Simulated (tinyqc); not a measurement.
# Undoped symmetric double-gate MOSFET, analytic potential model: what changes with what

An undoped body of thickness ts between two equal insulators and tied gates; long channel, electrons only, n = ni exp((psi - V)/Vt) with V the quasi-Fermi potential (0 at the source, Vd at the drain), constant mobility, no quantisation. Across the body psi(x) = V - 2 Vt ln[(ts/(2 beta)) sqrt(q ni/(2 eps0 eps_r Vt)) cos(2 beta x/ts)], x from the centre. Q is the electron charge per area of the whole body.

Values chosen for this exercise; material values close to those of silicon: temperature T = 325 K; band gap Eg = 1.13 eV; relative permittivity of the semiconductor eps_r = 11.9; conduction-band density of states at T Nc = 3.1e19 cm^-3; valence-band density of states at T Nv = 3.03e19 cm^-3; relative permittivity of the gate insulator eox = 4.07; insulator thickness tox = 1.5 nm; body thickness ts = 10 nm; gate work function less that of the intrinsic body dphi = 0.22 V; channel mobility mu = 380 cm^2/(V s); gate length L = 0.2 um; drain voltage Vd = 0.1 V.

Constants: q = 1.602176634e-19 C, kB = 1.380649e-23 J/K, Vt = kB T/q, eps0 = 8.8541878128e-14 F/cm where lengths are in cm. Results are converted to the units shown.

Each table varies one quantity; the others keep the values above.

## Output curve

ni = sqrt(Nc Nv) exp(-Eg/(2 Vt)), Eg in volts; r = eps_r tox/(eox ts); V0 = dphi + 2 Vt ln[(2/ts) sqrt(2 eps0 eps_r Vt/(q ni))]. beta (between 0 and pi/2) solves (Vg - V0 - V)/(2 Vt) = ln(beta) - ln(cos beta) + 2 r beta tan(beta). Q = 8 eps0 eps_r Vt beta tan(beta)/ts; I = mu (1/L)(4 eps0 eps_r/ts)(2 Vt)^2 [g(beta_s) - g(beta_d)] per width, g = beta tan(beta) - beta^2/2 + r beta^2 tan^2(beta), with beta_s at V = 0 and beta_d at V = Vd.

In this table Vg = 1 V.

Result of one run:
```
Vd (V),Qd (nC/cm^2),Qd/Qs,I (uA/um)
0.43,2.224,0.002153,300.1
```

What becomes of these results when the drain voltage Vd is changed from 0.43 to 0.11 V, all else the same?

Result of the changed run:
```
Vd (V),Qd (nC/cm^2),Qd/Qs,I (uA/um)
0.11,626.7,0.6066,172.7
```

The whole series:
```
Vd (V),Qd (nC/cm^2),Qd/Qs,I (uA/um)
0.06,806.3,0.7805,104.7
0.11,626.7,0.6066,172.7
0.16,458.5,0.4438,224.2
0.22,277.5,0.2686,265.9
0.27,152.1,0.1473,286.0
0.32,61.84,0.05986,295.9
0.38,12.00,0.01162,299.5
0.43,2.224,0.002153,300.1
0.48,0.3802,3.681e-4,300.2
```

The current rises from 105 to 300 uA/um, while the charge at the drain end falls from 0.78 to 3.7e-4 of that at the source. The current first comes within 1 % of its last value at Vd = 0.38 V among the rows. Over the last rows Qd falls by a factor of e for each Vt of drain voltage: the drain end is in weak inversion. In every row the surface density at the source passes 0.3 Nc, where Boltzmann statistics fail. For Vd = 0.16 to 0.48 V mu V/L, with V the smaller of Vd and Vg - V0, passes 3e6 cm/s, so velocity saturation would lower the current.

## Effect of the insulator thickness

Q = 8 eps0 eps_r Vt beta tan(beta)/ts; I = mu (1/L)(4 eps0 eps_r/ts)(2 Vt)^2 [g(beta_s) - g(beta_d)] per width, g = beta tan(beta) - beta^2/2 + r beta^2 tan^2(beta), with beta_s at V = 0 and beta_d at V = Vd.  I(low) is taken at Vg = 0.45 V, Qs and I(high) at Vg = 1.2 V.

The same in every row: V0 (V) = 0.7000.

Effect of the insulator thickness:
```
tox (nm),I(low) (nA/um),Qs(high) (nC/cm^2),I(high) (uA/um)
0.5,1.621,4777,792.0
0.72,1.621,3492,582.4
1,1.621,2628,440.4
1.5,1.621,1845,310.9
2.2,1.621,1317,223.1
3.1,1.621,972.2,165.2
4.5,1.621,697.0,118.9
```

As tox goes from 0.5 to 4.5 nm, I(low) stays near 1.62 nA/um and I(high) falls from 792 to 119 uA/um. On average I(low) is independent of tox and I(high) goes as tox^(-0.86). Below threshold no voltage drops over the insulator in this long-channel model, so its thickness does not matter there. In every row the surface density at the source at the higher gate voltage passes 0.3 Nc, where Boltzmann statistics fail.

Computed by the program tinyqc: `OMP_NUM_THREADS=1 python tinyqc.py 2440115 2440116 out.jsonl`, one thread of a shared Intel Xeon 2.30GHz, about 0.02 s for the whole run.
